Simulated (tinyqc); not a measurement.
From results back to parameters: parabolic quantum dot in a magnetic field (Fock-Darwin). Three cases, with inputs chosen for the exercise.

Problem. The two far-infrared modes of a parabolic dot are W +/- wc/2 with W = sqrt(w0^2 + wc^2/4) and hbar wc = 2 muB B/m. They were computed from hidden w0 and m.

Constants: muB = 5.788381798e-05 eV/T.

Find: hbar wc; m; hbar w0.

Method. Their difference is hbar wc and their product (hbar w0)^2.

Case 1.

Values chosen (out of a larger set: near those of a gate-defined dot in GaAs; not measured data): B = 3.99 T (magnetic field).

modes (meV): 11.32494  4.45124

Solution.

hbar wc = 6.874 meV
m = 0.0672 m0
hbar w0 = 7.10 meV

Case 2.

Values chosen (out of a larger set: near those of a gate-defined dot in InAs; not measured data): B = 1.18 T (magnetic field).

modes (meV): 6.42246  1.69561

Solution.

hbar wc = 4.727 meV
m = 0.0289 m0
hbar w0 = 3.30 meV

Case 3.

Values chosen (out of a larger set: near those of a gate-defined dot in GaAs; not measured data): B = 1.02 T (magnetic field).

modes (meV): 2.33147  0.61764

Solution.

hbar wc = 1.714 meV
m = 0.0689 m0
hbar w0 = 1.20 meV

Computed by tinyqc, one run a case: `OMP_NUM_THREADS=1 python tinyqc.py N N+1 out.jsonl` with N = 1282553, 1282694, 1282741; one thread of a shared Intel(R) Xeon(R) Processor @ 2.30GHz, about 0.08 s a run at most.
